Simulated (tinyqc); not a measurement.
Millisecond and nanosecond annealing: surface heating, thermal budget and solid-phase regrowth. Changing the incident fluence. Computed by tinyqc, a small Python program. Command: `OMP_NUM_THREADS=1 python tinyqc.py 3003196 3003197 out.jsonl flash sweep`. One thread of a shared host (Intel(R) Xeon(R) Processor @ 2.30GHz), about 0.02 s of CPU time with the checks.

A square pulse heats the surface of a thick wafer with constant thermal properties; losses by radiation are neglected and silicon melts at 1414 C.

Inputs (values chosen for the exercise, modelled on hot silicon with arsenic): pulse length t_p = 0.00012 s; reflectance R = 0.47; thermal conductivity k = 0.23 W/(cm K); heat capacity per volume c = 2.11 J/(cm^3 K); preheat temperature T0 = 600 C; dopant prefactor D0 = 8.79 cm^2/s; dopant activation energy E = 3.96 eV; regrowth prefactor v0 = 4.5e+08 cm/s; regrowth energy E_v = 2.68 eV.

Source: scanned laser.

Constants: k_B = 8.617333262e-05 eV/K.

Method:
- Absorbed flux q = (1 - R) fluence/t_p; kappa = k/c. With f(z, t) = (2 q/k) sqrt(kappa t) ierfc(z/(2 sqrt(kappa t))), ierfc(x) = exp(-x^2)/sqrt(pi) - x erfc(x): T = T0 + f(z, t) during the pulse and T0 + f(z, t) - f(z, t - t_p) after it.
- At the surface the rise at the end of the pulse is 2 q sqrt(t_p/(pi k c)); the fluence that just melts the surface scales with (1414 - T0).
- Temperatures in kelvin are T(C) + 273.15.
- Integrate exp(-E/(k_B T(t))) at the surface from 0 to 10 t_p (Gauss-Legendre, 60 points in sqrt(t) up to t_p and 60 in sqrt(t - t_p) after it). (Dt) = D0 x integral with E; regrowth = v0 x integral with E_v; effective time = integral/exp(-E/(k_B T_peak)).

One run for each value; columns: (1) incident fluence (J/cm^2); (2) peak temperature (C); (3) diffusion length 2 sqrt(Dt) (nm); (4) possible regrowth (nm); (5) effective time over t_p:
```
(1)      (2)      (3)     (4)      (5)
6.00  1070.2  0.00976   11.61  0.16212
6.65  1121.1  0.01793   26.02  0.15692
7.30  1172.1  0.03165   55.45  0.15304
7.95  1223.0  0.05387  112.78  0.15014
8.60  1274.0  0.08867  219.78  0.14799
9.25  1324.9  0.14160  411.76  0.14641
9.90  1375.8  0.21994  744.06  0.14531
```

Over the rows, peak temperature (C) rises from 1070 to 1380 (exponent d ln y / d ln x 0.45 between the first rows and 0.56 between the last); diffusion length 2 sqrt(Dt) (nm) rises from 0.00976 to 0.220 (exponent d ln y / d ln x 5.9 between the first rows and 6.5 between the last); possible regrowth (nm) rises from 11.6 to 744 (exponent d ln y / d ln x 7.8 between the first rows and 8.7 between the last). Regrowth rises by a factor 64.1 and (Dt) by 508: the process with the higher activation energy gains more from a hotter peak. Left out: 10.6, 11.2 (the surface melts).

Caution (all rows): equilibrium diffusivities are used; implant damage enhances diffusion, and k and c vary with temperature. Caution (all rows): a diffusion length below the atomic spacing of 0.235 nm means about one jump per atom or fewer, so the profile does not change measurably. Caution (rows 7.30, 7.95, 8.60, 9.25, 9.90): the peak lies above 1150 C, and amorphous silicon melts some 200 to 250 K below the crystal, so a layer that has not regrown before the peak may melt instead.

Extremes, crossings and ranges named in words are read from the listed rows.
